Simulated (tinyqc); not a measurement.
Inside a calculation. Method: Hubbard chain of 6 sites. One step of it, computed by the program tinyqc.

Problem. Mean-field iteration 2. H(up) = T + U n(down), H(down) = T + U n(up); fill the lowest levels; n(new) = n + mixing (n(out) - n); E = tr T (rho up + rho down) + U sum n_up n_down of the output.

one-body matrix (hopping and site energies) (eV), lower triangle:
```
,1,2,3,4,5,6
1,0.880000
2,-1.210000,-0.210000
3,0.000000,-1.210000,0.490000
4,0.000000,0.000000,-1.210000,-0.750000
5,0.000000,0.000000,0.000000,-1.210000,-0.270000
6,0.000000,0.000000,0.000000,0.000000,-1.210000,-0.200000
```

U = 5.900000 eV

electrons, up and down: 3  3

mixing = 0.500000

n(up) after iteration 1: 1 0.358581, 2 0.578704, 3 0.407031, 4 0.612612, 5 0.494219, 6 0.548853

n(down) after iteration 1: 1 0.358581, 2 0.578704, 3 0.407031, 4 0.612612, 5 0.494219, 6 0.548853

Give: levels, up; levels, down; energy; n(up) after iteration 2; n(down) after iteration 2.

Solution.

levels, up (eV): 0.705  1.450  2.421  3.497  4.450  5.117

levels, down (eV): 0.705  1.450  2.421  3.497  4.450  5.117

energy = 0.511 eV

n(up) after iteration 2: 1 0.444, 2 0.522, 3 0.462, 4 0.557, 5 0.528, 6 0.489

n(down) after iteration 2: 1 0.444, 2 0.522, 3 0.462, 4 0.557, 5 0.528, 6 0.489
